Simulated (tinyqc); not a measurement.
## Carrier lifetime of an n-type layer with SRH, radiative, Auger and surface recombination: effect of the temperature at dn = 8e14 cm^-3

Uniform excess density dn = dp (no trapping), n = n0 + dn, p = p0 + dn, Boltzmann statistics, full ionisation. Surfaces enter as a rate 2 S dn/d, which holds while diffusion to them is fast.

Nc and Nv are given at 350 K and scale as (T/350 K)^1.5; all else is held fixed. ni = sqrt(Nc Nv) exp(-Eg/(2 Vt)), Eg in volts; majority density N/2 + sqrt(N^2/4 + ni^2), n0 p0 = ni^2; n1 = Nc exp(-Et/Vt), p1 = Nv exp((Et - Eg)/Vt); tn0 = 1/(sn vth Nt), tp0 = 1/(sp vth Nt). With e = n p - ni^2 = dn (n0 + p0 + dn): U_SRH = e/(tp0 (n + n1) + tn0 (p + p1)), U_rad = B e, U_Aug = (Cn n + Cp p) e, U_s = 2 S dn/d. Each tau is dn over its rate; tau = dn/U with U the sum. Here dn = 8e14 cm^-3.

Inputs (values chosen for the exercise); band and dielectric values close to those of cadmium telluride: band gap Eg = 1.51 eV; conduction-band density of states at the reference temperature Nc = 1e18 cm^-3; valence-band density of states at the reference temperature Nv = 2.27e19 cm^-3; radiative coefficient B = 1.98e-10 cm^3/s; donor density N = 1e17 cm^-3; Auger coefficient (two electrons) Cn = 1.6e-30 cm^6/s; Auger coefficient (two holes) Cp = 8.4e-31 cm^6/s; trap density Nt = 2.6e13 cm^-3; capture cross-section for electrons sn = 7e-15 cm^2; capture cross-section for holes sp = 5e-14 cm^2; thermal velocity (both carriers) vth = 2.4e7 cm/s; trap level below the conduction band Et = 0.45 eV; surface recombination velocity (both faces) S = 0 cm/s; sample thickness d = 100 um.

Constants: q = 1.602176634e-19 C, kB = 1.380649e-23 J/K, Vt = kB T/q. Results are converted to the units shown.

The same in every row: tau_rad (s) = 5.010e-8; tau_Aug (s) = 6.126e-5.

Results:

| T (K) | tau_SRH (s) | tau (s) | radiative share (%) | largest path |
|---|---|---|---|---|
| 200 | 3.387e-8 | 2.020e-8 | 40.32 | SRH |
| 240 | 3.387e-8 | 2.020e-8 | 40.32 | SRH |
| 320 | 3.387e-8 | 2.020e-8 | 40.32 | SRH |
| 360 | 3.387e-8 | 2.020e-8 | 40.32 | SRH |
| 400 | 3.387e-8 | 2.020e-8 | 40.32 | SRH |
| 440 | 3.387e-8 | 2.020e-8 | 40.32 | SRH |
| 480 | 3.388e-8 | 2.021e-8 | 40.33 | SRH |

Estimate the missing row, T = 280 K.

Computed row:

| T (K) | tau_SRH (s) | tau (s) | radiative share (%) | largest path |
|---|---|---|---|---|
| 280 | 3.387e-8 | 2.020e-8 | 40.32 | SRH |

With this row back in the table: SRH recombination leads at T = 200 and in all other rows. tau_SRH stays near 3.39e-8 s and the total lifetime stays near 2.02e-8 s.

Program tinyqc, `OMP_NUM_THREADS=1 python tinyqc.py 2300002 2300003 out.jsonl`; Intel Xeon 2.30GHz, shared host, one thread, about 0.01 s.
